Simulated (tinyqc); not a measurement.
# MESFET, gradual channel with velocity saturation: effects of single changes

A uniformly doped n-type channel, depleted from the top by a Schottky gate; at channel potential V the depleted share of a is u = sqrt((Vbi - Vg + V)/Vp), s at the source. Electrons drift with v = mu E/(1 + mu E/vsat). Abrupt depletion edge, no series resistance, source at 0.

Values chosen for this exercise; material values close to those of gallium arsenide: temperature T = 325 K; relative permittivity of the semiconductor eps_r = 12.7; conduction-band density of states at T Nc = 4.95e17 cm^-3; donor density of the channel Nd = 2.1e16 cm^-3; channel thickness a = 550 nm; low-field mobility at this doping mu = 4600 cm^2/(V s); saturation velocity vsat = 1.1e7 cm/s; gate length L = 2 um; gate width W = 300 um; Schottky barrier phiB = 0.77 V; gate voltage Vg = -2.7 V.

Constants: q = 1.602176634e-19 C, kB = 1.380649e-23 J/K, Vt = kB T/q, eps0 = 8.8541878128e-14 F/cm where lengths are in cm. Results are converted to the units shown.

Each table varies one quantity; the others keep the values above.

## Effect of the gate voltage on saturation

Vbi = phiB - Vt ln(Nc/Nd); Vp = q Nd a^2/(2 eps0 eps_r); G0 = q mu Nd a W/L; Z = mu Vp/(vsat L); s = sqrt((Vbi - Vg)/Vp). I = (G0 Vp/3) F/(1 + Z (u^2 - s^2)), F = 3 (u^2 - s^2) - 2 (u^3 - s^3), with u at V = Vd; Z = 0 gives constant mobility, for which u stops at 1. The current peaks at u = um, the root of (1 - u)(1 + Z (u^2 - s^2)) = Z F/3; beyond Vdsat = Vp (um^2 - s^2) it is held at that value. gm = G0 (um - s)/(1 + Z (um^2 - s^2)).

The same in every row: Z = 9.463.

Effect of the gate voltage on saturation:
```
Vg (V)      um  Vdsat (V)  Isat (mA)  Isat for Z = 0 (mA)  gm (mS)
-3.4    0.9872     0.3288     0.7825                1.415    2.838
-2.83   0.9541     0.6080      2.804                7.550    4.116
-2.27   0.9124     0.8159      5.349                18.65    4.946
-1.7    0.8626     0.9861      8.389                35.59    5.722
-1.13   0.8053      1.124      11.89                58.87    6.582
-0.57   0.7402      1.228      15.86                88.84    7.671
0       0.6614      1.298      20.68                128.1    9.396
```

As Vg goes from -3.4 to 0 V, Vdsat rises from 0.329 to 1.30 V, Isat rises from 0.782 to 20.7 mA and gm rises from 2.84 to 9.40 mS. Isat is 0.553 of the constant-mobility value in the first row and 0.161 in the last. At Vg = -3.4 V the open channel at the source, (1 - s) a, is under two Debye lengths, so the abrupt edge is rough.

## Effect of the gate length on saturation

Same model as above.

Effect of the gate length on saturation:
```
L (um)       Z      um  Vdsat (V)  Isat (mA)  Isat for Z = 0 (mA)  gm (mS)
0.1      189.3  0.8902     0.2047      6.706                193.3    6.886
0.21     90.12  0.9000     0.2842      6.107                92.03    6.499
0.45     42.06  0.9129     0.3901      5.319                42.95    5.951
0.97     19.51  0.9287     0.5214      4.357                19.93    5.208
2.1      9.012  0.9462     0.6704      3.284                9.203    4.261
4.4      4.301  0.9627     0.8128      2.277                4.393    3.219
9.4      2.013  0.9770     0.9382      1.405                2.056    2.158
20      0.9463  0.9871      1.028     0.7875               0.9664    1.289
```

As L goes from 0.1 to 20 um, Vdsat rises from 0.205 to 1.03 V, Isat falls from 6.71 to 0.788 mA and gm falls from 6.89 to 1.29 mS. Isat is 0.0347 of the constant-mobility value in the first row and 0.815 in the last. Isat goes as L^(-0.13) between the first two rows and as L^(-0.77) between the last two; constant mobility gives 1/L, and short gates gain less because the velocity is capped. For L = 0.1 to 0.97 um the gate is shorter than 2 a, outside the gradual-channel approximation.

## Effect of the donor density of the channel on saturation

Same model as above.

Result of one run:
```
Nd (cm^-3)       Z       um  Vdsat (V)  Isat (mA)  Isat for Z = 0 (mA)  gm (mS)
2.6e16      11.716  0.88660     1.0169     8.5739               37.333   5.5148
```

What becomes of these results when the donor density of the channel Nd is changed from 2.6e16 to 1.9e16 cm^-3, all else the same?

Result of the changed run:
```
Nd (cm^-3)       Z       um  Vdsat (V)  Isat (mA)  Isat for Z = 0 (mA)  gm (mS)
1.9e16      8.5613  0.96990    0.47311     1.6628               3.7276   3.5726
```

The whole series:
```
Nd (cm^-3)       Z       um  Vdsat (V)  Isat (mA)  Isat for Z = 0 (mA)  gm (mS)
1.9e16      8.5613  0.96990    0.47311     1.6628               3.7276   3.5726
2.6e16      11.716  0.88660     1.0169     8.5739               37.333   5.5148
3.5e16      15.771  0.80312     1.4691     20.039               135.65   6.9058
4.7e16      21.178  0.72385     1.9029     37.743               368.01   8.2723
6.3e16      28.388  0.65074     2.3370     63.985               863.31   9.7228
```

As Nd goes from 1.9e16 to 6.3e16 cm^-3, Vdsat rises from 0.473 to 2.34 V, Isat rises from 1.66 to 64.0 mA and gm rises from 3.57 to 9.72 mS. Isat is 0.446 of the constant-mobility value in the first row and 0.0741 in the last. At Nd = 1.9e16 cm^-3 the open channel at the source, (1 - s) a, is under two Debye lengths, so the abrupt edge is rough.

Numbers from tinyqc (`OMP_NUM_THREADS=1 python tinyqc.py 2500029 2500030 out.jsonl`; about 0.05 s on one thread of a shared Intel Xeon 2.30GHz).
